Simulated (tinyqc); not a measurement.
# Worked calculation: off-state leakage of single and stacked transistors

Computed by the program tinyqc: `OMP_NUM_THREADS=1 python tinyqc.py 2242078 2242079 out.jsonl`, one thread of a shared Intel Xeon 2.30GHz, about 0.03 s for the whole run. Printed values are rounded.

n-channel devices of unit width. Subthreshold current I(Vg, Vs, Vd) = I0 (T/300 K)^0.5 exp[(Vg - Vs - VT(T) - gb (Vs - Vb) + dd (Vd - Vs))/(nf Vt)] (1 - exp(-(Vd - Vs)/Vt)), VT(T) = VT - cT (T - 300 K). Gate-edge tunnelling Ig (Vd/1 V) exp(ag (Vd - 1 V)), for a gate at 0 V, and band-to-band leakage Ab u exp(-Bb/u), u = Vd - Vb + 1 V, flow at a drain held at V; both are taken as independent of T. In a stack of off transistors (all gates at 0 V) the same subthreshold current passes through each.

Values chosen for this exercise; values of the order met in bulk silicon logic transistors:
- T = 398 K (temperature)
- V = 1.2 V (supply voltage)
- VT = 0.42 V (threshold at 300 K, zero drain and body bias)
- cT = 0.5 mV/K (fall of the threshold with temperature)
- I0 = 0.35 uA/um (current at threshold at 300 K)
- nf = 1.16 (slope factor)
- dd = 0.05 (drain-induced lowering per volt)
- gb = 0.15 (rise of the threshold per volt of source-body bias)
- Ig = 1e-6 uA/um (gate-edge tunnelling current at 1 V)
- ag = 3.3 1/V (exponential slope of the gate current)
- Ab = 1 uA/(um V) (prefactor of band-to-band leakage at the drain)
- Bb = 29 V (its exponential voltage)
- Vb = 0 V (body voltage)

Constants: q = 1.602176634e-19 C, kB = 1.380649e-23 J/K, Vt = kB T/q. Results are converted to the units shown.

## Leakage of one transistor

Vg = Vs = 0, Vd = V; effective threshold VT(T) - gb Vb - dd V.

effective threshold = 0.311 V
parts (nA/um): subthreshold 0.1623751, gate edge 0.002321751, band-to-band 0.004146024
total = 0.1688429 nA/um
shares (%): subthreshold 96.16935, gate edge 1.375095, band-to-band 2.455551

The subthreshold part is the largest.

## Starting value

Vx = dd V/(1 + gb + 2 dd), the solution for Vx well above Vt, rounded to three decimals.

Vx at the start = 0.048 V

## Iteration 1: new Vx

Stack of two, Vx the node between them: I_low = I(0, 0, Vx), I_up = I(0, Vx, V), f = ln(I_up/I_low), f' = -(1 + gb + 2 dd)/(nf Vt) - 1/(Vt (exp(Vx/Vt) - 1)) - 1/(Vt (exp((V - Vx)/Vt) - 1)), Vx(new) = Vx - f/f'.

I_low = 0.02875478 nA/um
I_up = 0.03817227 nA/um
f = 0.2833056
f' = -40.96853 1/V
Vx after iteration 1 = 0.05491520 V

## Iteration 2: new Vx

As before.

I_low = 0.03074042 nA/um
I_up = 0.03098582 nA/um
f = 0.007951465
f' = -38.78437 1/V
Vx after iteration 2 = 0.05512022 V

## Course of the iteration

Stop when the step is below 1e-11 V, or after 40 iterations.

Course of the iteration:
```
iteration  Vx before the step (V)  step (V)
1                           0.048   6.92e-3
2                      0.05491520   2.05e-4
3                      0.05512022   1.46e-7
4                      0.05512036  7.30e-14
```

Converged in 4 iterations. The subthreshold current of the stack is 0.03079 nA/um, 5.27 times less than that of one transistor (the drain leakage is unchanged); the estimate exp[dd V (1 + gb + dd)/((1 + gb + 2 dd) nf Vt)] gives 4.25.
